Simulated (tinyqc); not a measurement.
Free and nearly free electrons in a metal: one step. The Fermi sphere. Three cases, with inputs chosen for the exercise.

Problem. Evaluate the free-electron quantities.

The cubic cell holds 4 atoms: n = 4 z/a^3, kF = (3 pi^2 n)^(1/3), EF = c kF^2/m, vF = 2 c kF/(m hbar), c = hbar^2/2m0; rs = (3/(4 pi n))^(1/3)/a0; D(EF) = 3 n/(2 EF).

Constants: hbar^2/2m0 = 3.80998211 eV angstrom^2; hbar = 6.58211957e-16 eV s; a0 (Bohr radius) = 0.5291772105 angstrom.

Give: n; kF; EF; vF; rs; D(EF) per atom.

Case 1.

Values chosen (out of a larger set: near those of Cu, whose d bands this model ignores; not measured data): a = 3.641 angstrom (fcc lattice constant); z = 1 (free electrons an atom); m = 1.2 m0 (mass).

Solution.

n = 0.08287 1/angstrom^3
kF = 1.3488 1/angstrom
EF = 5.776 eV
vF = 1.301e+06 m/s
rs = 2.689
D(EF) per atom = 0.2597 1/eV

Case 2.

Values chosen (out of a larger set: near those of Cu, whose d bands this model ignores; not measured data): a = 3.605 angstrom (fcc lattice constant); z = 1 (free electrons an atom); m = 1 m0 (mass).

Solution.

n = 0.08538 1/angstrom^3
kF = 1.3622 1/angstrom
EF = 7.070 eV
vF = 1.577e+06 m/s
rs = 2.662
D(EF) per atom = 0.2122 1/eV

Case 3.

Values chosen (out of a larger set: near those of Au, whose d bands this model ignores; not measured data): a = 4.099 angstrom (fcc lattice constant); z = 1 (free electrons an atom); m = 1 m0 (mass).

Solution.

n = 0.05808 1/angstrom^3
kF = 1.1981 1/angstrom
EF = 5.469 eV
vF = 1.387e+06 m/s
rs = 3.027
D(EF) per atom = 0.2743 1/eV

Computed by tinyqc, one run a case: `OMP_NUM_THREADS=1 python tinyqc.py N N+1 out.jsonl` with N = 1650152, 1650321, 1650713; one thread of a shared Intel(R) Xeon(R) Processor @ 2.30GHz, about 0.01 s a run at most.
